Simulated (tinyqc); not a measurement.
Keating valence-force model of a tetrahedral crystal: one step, computed by the program tinyqc. Command: `OMP_NUM_THREADS=1 python tinyqc.py 3013260 3013261 out.jsonl keating walk`. One thread of a shared host (Intel(R) Xeon(R) Processor @ 2.30GHz), about 0.03 s of CPU time with the checks.

Atom A sits at 0 and atom B at a/4 (1,1,1) of an fcc lattice; the four bonds from A are t = a/4 (1,1,1), a/4 (1,-1,-1), a/4 (-1,1,-1), a/4 (-1,-1,1), of length d = sqrt(3) a/4. Energy: E = (3 alpha/(8 d^2)) sum over bonds (r.r - d^2)^2 + (3 beta/(8 d^2)) sum over pairs of bonds at one atom (r_i.r_j + d^2/3)^2, with beta_A for the six pairs at A and beta_B for the six at B. The cell holds two atoms, Omega = a^3/4. 1 N/m = 1 J/m^2. With constants fitted to the elastic moduli this model puts optical and zone-boundary frequencies of real crystals too high, by up to about 20 % in elemental crystals and up to about 50 % in compounds, and mostly by more for TA modes; in compounds the lattice part of the static dielectric constant then comes out too low.

Problem. Frequencies at q. Diagonalise the Hermitian matrix D. An eigenvalue lambda of D in eV/(angstrom^2 u) gives nu = 15.6333042 THz x sqrt(lambda). The weight on A is the sum of |e|^2 over the three components of atom A.

Structure: zinc blende.

D(q) (eV/(angstrom^2 u)):
```
,A x,A y,A z,B x,B y,B z
A x,0.2135837,0.0074836,0.0000000+0.0045860i,-0.2284092,0.0495157,0.0000000-0.0808023i
A y,0.0074836,0.2125094,0.0000000+0.0042686i,0.0495157,-0.2284092,0.0000000-0.0868102i
A z,0.0000000-0.0045860i,0.0000000-0.0042686i,0.2081595,0.0000000-0.0808023i,0.0000000-0.0868102i,-0.2284092
B x,-0.2284092,0.0495157,0.0000000+0.0808023i,0.4808220,0.0168472,0.0000000-0.0103240i
B y,0.0495157,-0.2284092,0.0000000+0.0868102i,0.0168472,0.4784034,0.0000000-0.0096095i
B z,0.0000000+0.0808023i,0.0000000+0.0868102i,-0.2284092,0.0000000+0.0103240i,0.0000000+0.0096095i,0.4686109
```

Constants: nu for 1 eV/(angstrom^2 u) = 15.6333042 THz.

Give: frequencies; weights on atom A.

Solution.

frequencies (THz): [2.610, 3.573, 4.973, 12.100, 12.508, 12.522]

weights on atom A: [0.70993, 0.72759, 0.76826, 0.24555, 0.28485, 0.26382]
